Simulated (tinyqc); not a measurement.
Band-to-band tunnelling across a p-n junction in a two-band chain, step by step. Values are carried at full precision from step to step, so a last printed digit may differ when a step is redone from the rounded ones.

Sites alternate A at -Eg/2 and C at +Eg/2 with hopping -t; near the edges, with k counted from the zone boundary pi/a, E^2 = (Eg/2)^2 + (t a k)^2, so t = sqrt(c Eg/m)/a gives the mass m, c = hbar^2/2m0. In the gap cosh(q a) = 1 + (Eg^2/4 - e^2)/(2 t^2), e the energy from the local mid-gap. The potential is V0 = Eg + ov on the p side (left), 0 on the n side, and falls linearly over the 2N sites of the junction, V_j = V0 (1 - j/(2N + 1)), j = 1 to 2N, site 1 being A. E = Eg/2 + x ov. A half chain that ends on a site of level e1 with neighbour e2 has g = (1 + z)/(E - e1), z = exp(-/+ i k a) the root with Im g < 0, cos(k a) = (E - e1)(E - e2)/(2 t^2) - 1. S_L = t^2 g (ending on C, shifted by V0), S_R = t^2 g (starting on A). T = 4 Im(S_L) Im(S_R) |G_(1,2N)|^2.

Constants: hbar^2/2m0 = 3.80998211 eV angstrom^2.

Inputs chosen for the exercise (gap and mass near those of InSb; not measured data):

| symbol | value | unit | meaning |
|---|---|---|---|
| Eg | 0.181 | eV | gap |
| m | 0.0145 | m0 | mass of electron and light hole |
| a | 4 | angstrom | period (two sites) |
| ov | 0.46 | eV | overlap: top of the valence band on the p side above the conduction edge on the n side |
| N | 3 |  | periods in the small junction |
| x | 0.42 |  | energy above the n-side conduction edge, as a share of ov |

## Hopping, field and tunnelling length

Form t, V0, E, the field F = V0/((2N + 1) a/2) (1 V/angstrom = 100 MV/cm) and the length Eg/F over which E lies in the gap.

t = 1.7241 eV
V0 = 0.6410 eV
E = 0.2837 eV
F = 4.579 MV/cm
tunnelling length = 3.95 angstrom

So short a junction keeps the matrix small; its field is above the 1 to 3 MV/cm of tunnel diodes.

## Self-energies of the two sides

Form cos(k a) and S for each side.

cos(k a): left -0.979903, right -0.987839

S_L, S_R (eV): -0.13340-1.32408i  0.09660-1.23505i

## Recursive Green function

g_1 = 1/(E - e_1 - S_L); g_j = 1/(E - e_j - t^2 g_(j-1)), with S_R also subtracted at the last site; G_1j = G_1(j-1) (-t) g_j, G_11 = g_1; e_j is the site level plus V_j. The self-energies stand in the order S_L, S_R.

Sweep:

| j | e_j (eV) | g_j (1/eV) | G_1j (1/eV) |
|---|---|---|---|
| 1 | 0.4589 | -0.0238-0.7545i | -0.0238-0.7545i |
| 2 | 0.5484 | -0.0382-0.4426i | 0.5741-0.0679i |
| 3 | 0.2758 | 0.0697-0.7537i | 0.0193+0.7542i |
| 4 | 0.3652 | -0.0566-0.4391i | -0.5691+0.0882i |
| 5 | 0.0926 | 0.1960-0.7122i | 0.0840-0.7286i |
| 6 | 0.1821 | -0.0499-0.2897i | 0.3712-0.0207i |

T = 0.9039

## WKB for the same field

T = exp(-2 I/F), I = integral of q de across the gap. Continuum: q = sqrt(Eg^2/4 - e^2)/(t a), I = pi Eg^2/(8 t a). Lattice: q from the cosh formula, 12 Gauss-Legendre points in u with e = (Eg/2) sin(u), u from -pi/2 to pi/2. F in V/angstrom is the value in MV/cm over 100.

I (eV/angstrom): continuum 0.001866, lattice 0.001865

T by WKB: continuum 0.9217, lattice 0.9217

The chain gives 0.9039, 0.981 times the lattice WKB value; the exponent is only 0.08, and reflections at the two kinks of the potential count.

## Checks

- G_(1,2N) from the sweep against inversion of the whole matrix (size): both 0.37174.

Run: tinyqc, `OMP_NUM_THREADS=1 python tinyqc.py 1480453 1480454 out.jsonl`; Intel(R) Xeon(R) Processor @ 2.30GHz, one thread, shared host; about 0.01 s of CPU time with all checks.
